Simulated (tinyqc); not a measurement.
Comparisons within one model: periodic multilayer mirror for extreme ultraviolet light. A value that a table varies takes the place of the one given here.

s polarisation, vacuum above. q_j = sqrt(N_j^2 - sin^2 theta); interface r_jk = (q_j - q_k)/(q_j + q_k) exp(-2 (2 pi/lam)^2 q_j q_k sg^2) (Nevot-Croce; sg = 0 if not given); phase factor of a layer x_j = exp(4 pi i q_j d_j/lam). Each period has the spacer (thickness (1 - Gm) L) on top of the absorber (Gm L). In this recursion R is the amplitude; R in tables and results is the reflectance, its squared modulus. The substrate is of the spacer material. Starting with R = 0 in it, each interface upward gives R -> (r + R x)/(1 + r R x), x that of the layer below the interface (1 for the substrate).

Inputs chosen for the exercise (optical constants near those of Mo and Si at 13.5 nm; shifted at random, so the results belong to these values and not to a real crystal): lam = 13.5 nm (wavelength); dA = (0.0752, 0.00678) (delta and beta of the absorber, N = 1 - delta + i beta); dS = (0.001, 0.00169) (delta and beta of the spacer and the substrate); L = 7.01 nm (period); Gm = 0.38 (absorber share of the period); theta = 6 degrees (angle from the normal); sg = 0.5 nm (interface roughness); Np = 30 (periods).

## Number of periods

The last column sets both beta to zero.

Reflectance:

| periods | R | R without absorption |
|---|---|---|
| 5 | 0.086 | 0.096 |
| 10 | 0.261 | 0.320 |
| 15 | 0.422 | 0.555 |
| 20 | 0.534 | 0.734 |
| 30 | 0.638 | 0.918 |
| 40 | 0.668 | 0.976 |
| 50 | 0.676 | 0.993 |
| 60 | 0.678 | 0.998 |
| 80 | 0.679 | 1.000 |
| 100 | 0.679 | 1.000 |

How do the results move?

R reaches 0.668 at 40 periods and 0.679 at 100; it stays within 0.01 of the last value from 50 periods on. Without absorption the last value is 1.000: absorption, not the count of layers, caps the mirror, and the roughness, which weakens each reflection, lowers that cap further.

## Wavelength

The optical constants are held fixed.

Reflectance:

| lam (nm) | R |
|---|---|
| 12.9 | 0.077 |
| 13.0 | 0.036 |
| 13.1 | 0.107 |
| 13.2 | 0.317 |
| 13.3 | 0.487 |
| 13.4 | 0.586 |
| 13.5 | 0.638 |
| 13.6 | 0.657 |
| 13.7 | 0.641 |
| 13.8 | 0.566 |
| 13.9 | 0.384 |
| 14.0 | 0.116 |
| 14.1 | 0.019 |
| 14.2 | 0.071 |
| 14.3 | 0.086 |

What does this show, and why?

The largest value listed is 0.657 at 13.6 nm, against lam_B = 2 L Re(mean q) = 13.531 nm; the peak lies on the long side, where the nodes of the standing wave fall in the absorber. R exceeds half of that from 13.3 to 13.9 nm of the wavelengths listed, at least 4.4 % of the wavelength; a chain of ten mirrors narrows it, since R^10 falls to half where R has lost only 7 %.

## Absorber share

For each Gm the period is set so that lam_B = 2 L Re(mean q) equals lam - 0.09 nm.

Results:

| Gm | L (nm) | R |
|---|---|---|
| 0.15 | 6.826 | 0.341 |
| 0.20 | 6.852 | 0.468 |
| 0.25 | 6.878 | 0.558 |
| 0.30 | 6.904 | 0.614 |
| 0.35 | 6.931 | 0.646 |
| 0.40 | 6.958 | 0.661 |
| 0.45 | 6.985 | 0.663 |
| 0.50 | 7.012 | 0.656 |
| 0.60 | 7.067 | 0.612 |
| 0.70 | 7.123 | 0.522 |

What can be read from the table?

The largest value listed is 0.663 at 0.45. The contrast of a period goes as sin(pi Gm) and is largest at 0.5, while the loss grows with Gm; R is 0.656 at 0.5, 0.614 at 0.3 and 0.522 at 0.7. Contrast counts most here, so the best share lies near 0.5, a little below it through absorption.

## Angle of incidence

Results:

| theta (degrees) | lam_B (nm) | R |
|---|---|---|
| 0 | 13.611 | 0.598 |
| 2 | 13.602 | 0.603 |
| 4 | 13.575 | 0.618 |
| 6 | 13.531 | 0.638 |
| 8 | 13.470 | 0.655 |
| 10 | 13.391 | 0.660 |
| 12 | 13.294 | 0.631 |
| 14 | 13.181 | 0.508 |
| 16 | 13.050 | 0.169 |
| 18 | 12.902 | 0.046 |
| 20 | 12.737 | 0.093 |

How do the results move?

lam_B = 2 L Re(mean q) falls with the angle, from 13.611 to 12.737 nm; the largest value listed is 0.660 at 10 degrees. R stays above 90 % of that value at 0, 2, 4, 6, 8, 10 and 12 degrees, which bounds the cone of light that a mask or mirror with this period accepts.

## Tolerances

R of the mirror, and R^10 for a chain of ten such mirrors. Each row changes one parameter from the base and keeps the others.

Results:

| case | R | R^10 |
|---|---|---|
| base | 0.6380 | 0.0112 |
| L = 7.05 nm | 0.6017 | 0.00622 |
| Gm = 0.42 | 0.6548 | 0.0145 |
| theta = 8 degrees | 0.6551 | 0.0146 |
| sg = 0.7 nm | 0.5990 | 0.00594 |
| dA = (0.0752, 0.00814) | 0.6075 | 0.00685 |
| lam = 13.55 nm | 0.6516 | 0.0138 |

What does this show?

The largest shifts from the base row, up to three for each result and ties (the steps differ in size, so this ranks the rows, not the parameters). R: sg -0.0391, L -0.0363, dA -0.0305. R^10: sg -0.00523, L -0.00496, dA -0.00433.

Program tinyqc; command `OMP_NUM_THREADS=1 python tinyqc.py 1650631 1650632 out.jsonl`; about 0.01 s on one thread of a shared Intel(R) Xeon(R) Processor @ 2.30GHz.
